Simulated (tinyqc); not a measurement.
Schottky diode by thermionic emission with image-force lowering and series resistance: one step of the calculation.

Metal on an n-type semiconductor with one parabolic valley; V > 0 is forward bias (metal positive). I = I0 [exp(Vj/(n Vt)) - 1] with Vj = V - I Rs; I0 = S A* T^2 exp(-(phi - dphi)/Vt), the lowering dphi taken at zero bias.

Problem. Saturation current. A* = 4 pi q me m0 kB^2/h^3 (times 1e-4 for A/(cm^2 K^2)); Nc = 2 (2 pi me m0 kB T/h^2)^1.5 (times 1e-6 for cm^-3); xi = Vt ln(Nc/Nd), Vbi = phi - xi; surface field Em = sqrt(2 q Nd (Vbi - V - Vt)/(eps0 eps_r)); dphi = sqrt(q Em/(4 pi eps0 eps_r)). Here V = 0 in Em.

Values chosen for this exercise; band and dielectric values close to those of gallium arsenide: temperature T = 300 K; electron mass me = 0.0665 m0; relative permittivity eps_r = 13; barrier height seen from the metal phi = 0.79 eV; donor density Nd = 5.2e16 cm^-3; area S = 1.2e-5 cm^2.

Constants: q = 1.602176634e-19 C, kB = 1.380649e-23 J/K, h = 6.62607015e-34 J s, m0 = 9.1093837015e-31 kg, Vt = kB T/q, eps0 = 8.8541878128e-14 F/cm where lengths are in cm. Results are converted to the units shown.

Give: A*; Nc; Vbi; Em; dphi; I0.

Solution.

A* = 7.992 A/(cm^2 K^2)
Nc = 4.303e17 cm^-3
Vbi = 0.7354 V
Em = 101.3 kV/cm
dphi = 33.50 meV
I0 = 1.688e-12 A

The lowering raises I0 by a factor of 3.65.

Computed by the program tinyqc: `OMP_NUM_THREADS=1 python tinyqc.py 2640147 2640148 out.jsonl`, one thread of a shared Intel Xeon 2.30GHz, about 0.01 s for the whole run.
